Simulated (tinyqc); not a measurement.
Levels of description: finite square well with mass mismatch (envelope functions).

A square well of width L and depth V0, mass mw inside and mb outside, energies from the bottom of the well, c = hbar^2/2m0. k = sqrt(mw E/c), kappa = sqrt(mb (V0 - E)/c). psi and psi'/m are continuous at the walls (BenDaniel-Duke), so level n solves k L + 2 atan[(k/mw)/(kappa/mb)] = n pi.

Non-parabolic bands: mw is replaced by mw (1 + alpha_w E) and mb by mb (1 - alpha_b (V0 - E)), in k, kappa and the matching condition alike.

Constants: hbar^2/2m0 = 3.80998211 eV angstrom^2.

Parameters, chosen for this exercise (near those of the light valleys of a Si film in HfO2; shifted at random, so the results belong to these values and not to a real crystal):

| symbol | value | unit | meaning |
|---|---|---|---|
| L | 27 | angstrom | well width |
| V0 | 1.44 | eV | barrier height |
| mw | 0.186 | m0 | mass in the well |
| mb | 0.18 | m0 | mass in the barrier |
| alpha_w | 0.48 | 1/eV | non-parabolicity in the well |
| alpha_b | 0.29 | 1/eV | non-parabolicity in the barrier |

The same well five ways. mb = mw: the barrier takes the mass of the well. psi' continuous: kappa holds mb but the condition drops the masses, k L + 2 atan(k/kappa) = n pi. The last column is measured against BenDaniel-Duke.

Cases:

| model |
|---|
| infinite walls |
| mb = mw |
| BenDaniel-Duke |
| psi' continuous |
| non-parabolic |

Rank the cases by E1, lowest first.

Answer: psi' continuous, mb = mw, BenDaniel-Duke, non-parabolic, infinite walls.

Levels (eV):

| model | E1 | E2 | E3 | E1 - E1(BDD) (meV) |
|---|---|---|---|---|
| infinite walls | 0.2773 | 1.1093 | 2.4959 | 108.3 |
| mb = mw | 0.1679 | 0.6500 | 1.3229 | -1.1 |
| BenDaniel-Duke | 0.1690 | 0.6532 | 1.3246 | 0.0 |
| psi' continuous | 0.1668 | 0.6468 | 1.3212 | -2.2 |
| non-parabolic | 0.1748 | 0.5856 | 1.0721 | 5.8 |

Hard walls put E1 108.3 meV too high. Ignoring the mass step moves it by -1.1 meV and the wrong matching by -2.2 meV: with mb/mw = 0.97, continuity of psi'/m lets the slope outside be 0.97 times the slope inside, which acts like a harder wall. Non-parabolicity shifts E1 by +5.8 meV, the balance of a heavier mass in the well, which lowers it, and a lighter mass deep in the barrier, which hardens the wall. Among the finite wells the largest departure in E1 is that of the model 'non-parabolic'.

tinyqc: `OMP_NUM_THREADS=1 python tinyqc.py 1280993 1280994 out.jsonl`; about 0.01 s, one thread, shared Intel(R) Xeon(R) Processor @ 2.30GHz.
